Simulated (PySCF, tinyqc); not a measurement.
Worked calculation: FCI on RHF in the 6-311g basis, for H2, spin multiplicity 1. The lowest restricted solution is unstable here: a spin-polarised one lies 0.0000 hartree lower (PySCF). One step of it, computed by the program tinyqc.

Question. FCI: determinants and Hamiltonian. Slater-Condon rules over spin orbitals, with the nuclear repulsion added and E(HF) subtracted on the diagonal. Only determinants linked to the reference directly or through others are kept (one block of an abelian symmetry group), so some states are absent.

one-electron integrals over orbitals h = C^T H C (hartree):
```
           1          2          3          4          5          6
1  -1.011823   0.000000   0.109722   0.000000   0.000000   0.044059
2   0.000000  -0.588676   0.000000   0.194549   0.033811   0.000000
3   0.109722   0.000000  -0.296904   0.000000   0.000000  -0.118018
4   0.000000   0.194549   0.000000  -0.249953  -0.173570   0.000000
5   0.000000   0.033811   0.000000  -0.173570   1.489063   0.000000
6   0.044059   0.000000  -0.118018   0.000000   0.000000   1.568778
```

Two-electron integrals over orbitals (pq|rs), unique and non-zero (hartree):
```
(11|11) 0.522986    (21|21) 0.094487    (22|11) 0.383912    (22|22) 0.335520
(31|11) -0.109722   (31|22) -0.051499   (31|31) 0.052173    (32|21) -0.000842
(32|32) 0.025302    (33|11) 0.347317    (33|22) 0.288406    (33|31) -0.040538
(33|33) 0.279694    (41|21) -0.077823   (41|32) 0.022230    (41|41) 0.083736
(42|11) -0.136186   (42|22) -0.072950   (42|31) 0.053193    (42|33) -0.055480
(42|42) 0.070883    (43|21) 0.066807    (43|32) 0.005418    (43|41) -0.051753
(43|43) 0.054504    (44|11) 0.417098    (44|22) 0.337932    (44|31) -0.074928
(44|33) 0.297670    (44|42) -0.094322   (44|44) 0.360370    (51|21) -0.027698
(51|32) 0.022594    (51|41) 0.045248    (51|43) -0.025833   (51|51) 0.062305
(52|11) -0.030755   (52|22) -0.002488   (52|31) 0.026284    (52|33) -0.009366
(52|42) 0.020606    (52|44) -0.025608   (52|52) 0.036353    (53|21) 0.036769
(53|32) -0.014823   (53|41) -0.043839   (53|43) 0.025345    (53|51) -0.037382
(53|53) 0.030423    (54|11) 0.109409    (54|22) 0.051984    (54|31) -0.052119
(54|33) 0.045816    (54|42) -0.056513   (54|44) 0.080276    (54|52) -0.043839
(54|54) 0.074963    (55|11) 0.546097    (55|22) 0.404281    (55|31) -0.129755
(55|33) 0.353107    (55|42) -0.159940   (55|44) 0.451659    (55|52) -0.071037
(55|54) 0.167287    (55|55) 0.667388    (61|11) -0.044059   (61|22) -0.024266
(61|31) 0.031176    (61|33) -0.015440   (61|42) 0.033827    (61|44) -0.046226
(61|52) 0.040874    (61|54) -0.058440   (61|55) -0.112718   (61|61) 0.063703
(62|21) -0.025059   (62|32) 0.013955    (62|41) 0.034580    (62|43) -0.022744
(62|51) 0.043200    (62|53) -0.026210   (62|62) 0.032408    (63|11) 0.074597
(63|22) 0.044382    (63|31) -0.031849   (63|33) 0.030095    (63|42) -0.039078
(63|44) 0.058899    (63|52) -0.023328   (63|54) 0.045685    (63|55) 0.114866
(63|61) -0.037588   (63|63) 0.032088    (64|21) 0.046645    (64|32) -0.024030
(64|41) -0.059731   (64|43) 0.033872    (64|51) -0.059281   (64|53) 0.042480
(64|62) -0.043748   (64|64) 0.066596    (65|21) 0.138380    (65|32) -0.029068
(65|41) -0.140845   (65|43) 0.101556    (65|51) -0.108735   (65|53) 0.090445
(65|62) -0.082988   (65|64) 0.130334    (65|65) 0.308364    (66|11) 0.566917
(66|22) 0.406528    (66|31) -0.137789   (66|33) 0.362174    (66|42) -0.169464
(66|44) 0.461421    (66|52) -0.078309   (66|54) 0.176923    (66|55) 0.684952
(66|61) -0.113527   (66|63) 0.118120    (66|66) 0.713643
```

nuclear repulsion = 0.44208622 hartree

Hartree-Fock energy = -1.05857357 hartree

Give: determinants; H - E(HF) between determinants.

Answer.

Occupation strings over the orbitals (2 doubly, a alpha, b beta, 0 empty; spin orbitals ordered 1a 1b 2a 2b ...): 200000 a0b000 a0000b b0a000 b0000a 020000 0a0b00 0a00b0 002000 00a00b 0b0a00 000200 000ab0 0b00a0 000ba0 000020 00b00a 000002

H - E(HF) between determinants (hartree):
```
        200000  a0b000  a0000b  b0a000  b0000a  020000  0a0b00  0a00b0
200000   0.000   0.000   0.000   0.000   0.000   0.094  -0.078  -0.028
a0b000   0.000   0.539  -0.043  -0.052  -0.031  -0.001   0.067   0.037
a0000b   0.000  -0.043   2.625  -0.031  -0.064  -0.025   0.047   0.138
b0a000   0.000  -0.052  -0.031   0.539  -0.043   0.001  -0.022  -0.023
b0000a   0.000  -0.031  -0.064  -0.043   2.625   0.025  -0.035  -0.043
020000   0.094  -0.001  -0.025   0.001   0.025   0.659   0.122   0.031
0a0b00  -0.078   0.067   0.047  -0.022  -0.035   0.122   1.000  -0.122
0a00b0  -0.028   0.037   0.138  -0.023  -0.043   0.031  -0.122   2.805
002000   0.052   0.069  -0.032  -0.069   0.032   0.025   0.005  -0.015
00a00b   0.031  -0.032  -0.028  -0.029   0.038   0.014  -0.024  -0.029
0b0a00   0.078  -0.022  -0.035   0.067   0.047  -0.122  -0.071  -0.021
000200   0.084  -0.052  -0.060   0.052   0.060   0.071   0.100  -0.057
000ab0   0.045  -0.044  -0.141   0.026   0.059   0.021  -0.057   0.035
0b00a0   0.028  -0.023  -0.043   0.037   0.138  -0.031  -0.021  -0.036
000ba0  -0.045   0.026   0.059  -0.044  -0.141  -0.021  -0.008   0.044
000020   0.062  -0.037  -0.109   0.037   0.109   0.036  -0.044  -0.037
00b00a  -0.031  -0.029   0.038  -0.032  -0.028  -0.014   0.023   0.026
000002   0.064  -0.038  -0.069   0.038   0.069   0.032  -0.044  -0.083

        002000  00a00b  0b0a00  000200  000ab0  0b00a0  000ba0  000020
200000   0.052   0.031   0.078   0.084   0.045   0.028  -0.045   0.062
a0b000   0.069  -0.032  -0.022  -0.052  -0.044  -0.023   0.026  -0.037
a0000b  -0.032  -0.028  -0.035  -0.060  -0.141  -0.043   0.059  -0.109
b0a000  -0.069  -0.029   0.067   0.052   0.026   0.037  -0.044   0.037
b0000a   0.032   0.038   0.047   0.060   0.059   0.138  -0.141   0.109
020000   0.025   0.014  -0.122   0.071   0.021  -0.031  -0.021   0.036
0a0b00   0.005  -0.024  -0.071   0.100  -0.057  -0.021  -0.008  -0.044
0a00b0  -0.015  -0.029  -0.021  -0.057   0.035  -0.036   0.044  -0.037
002000   1.187  -0.088  -0.005   0.055   0.025   0.015  -0.025   0.030
00a00b  -0.088   3.135   0.023   0.034   0.102   0.026  -0.042   0.090
0b0a00  -0.005   0.023   1.000  -0.100  -0.008  -0.122  -0.057   0.044
000200   0.055   0.034  -0.100   1.361  -0.093   0.057   0.093   0.075
000ab0   0.025   0.102  -0.008  -0.093   3.191   0.044  -0.075  -0.006
0b00a0   0.015   0.026  -0.122   0.057   0.044   2.805   0.035   0.037
000ba0  -0.025  -0.042  -0.057   0.093  -0.075   0.035   3.191   0.006
000020   0.030   0.090   0.044   0.075  -0.006   0.037   0.006   5.146
00b00a   0.088  -0.032  -0.024  -0.034  -0.042  -0.029   0.102  -0.090
000002   0.032   0.000   0.044   0.067   0.130   0.083  -0.130   0.308

        00b00a  000002
200000  -0.031   0.064
a0b000  -0.029  -0.038
a0000b   0.038  -0.069
b0a000  -0.032   0.038
b0000a  -0.028   0.069
020000  -0.014   0.032
0a0b00   0.023  -0.044
0a00b0   0.026  -0.083
002000   0.088   0.032
00a00b  -0.032   0.000
0b0a00  -0.024   0.044
000200  -0.034   0.067
000ab0  -0.042   0.130
0b00a0  -0.029   0.083
000ba0   0.102  -0.130
000020  -0.090   0.308
00b00a   3.135   0.000
000002   0.000   5.352
```
